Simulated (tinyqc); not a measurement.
## Arrhenius plot from several rate windows

Emission rate en = sn vth(T) Nc(T) exp(-Et/kB T) = sn g T^2 exp(-Et/kB T), g = vth Nc/(300 K)^2, as vth goes as T^0.5 and Nc as T^1.5 (degeneracy factor 1). Each window ew gives the temperature where en = ew.

Parameters, values chosen for the exercise; material values close to those of silicon:
- Nc = 2.82e19 cm^-3 (conduction-band density of states at 300 K)
- vth = 2.3e7 cm/s (thermal velocity at 300 K)
- Et = 0.13 eV (depth of the trap below the conduction edge)
- sn = 1.2e-15 cm^2 (capture cross-section)

Constants: q = 1.602176634e-19 C, kB = 1.380649e-23 J/K. Results are converted to the units shown.

Results:
```
ew (1/s)  T peak (K)  q/kB T (1/eV)  ln(ew/T^2)   ln ew
1.7            63.53          182.7      -7.772  0.5306
15             69.38          167.3      -5.771   2.708
47             72.88          159.2      -4.727   3.850
140            76.55          151.6      -3.734   4.942
430            80.71          143.8      -2.718   6.064
1300           85.26          136.1      -1.721   7.170
3900           90.28          128.5     -0.7371   8.269
```

Estimate the missing row, ew = 5.1 1/s.

Computed row:
```
ew (1/s)  T peak (K)  q/kB T (1/eV)  ln(ew/T^2)  ln ew
5.1            66.36          174.9      -6.761  1.629
```

With this row back in the table: The peak rises from 63.5 to 90.3 K. ln(ew/T^2) against q/kB T is a straight line of slope -0.1300 eV, the trap depth. Its intercept gives sn = 1.20e-15 cm^2. Leaving out the T^2 gives 0.1430 eV, too high by about 2 kB T.

Numbers from tinyqc (`OMP_NUM_THREADS=1 python tinyqc.py 2050051 2050052 out.jsonl`; about 0.01 s on one thread of a shared Intel Xeon 2.30GHz).
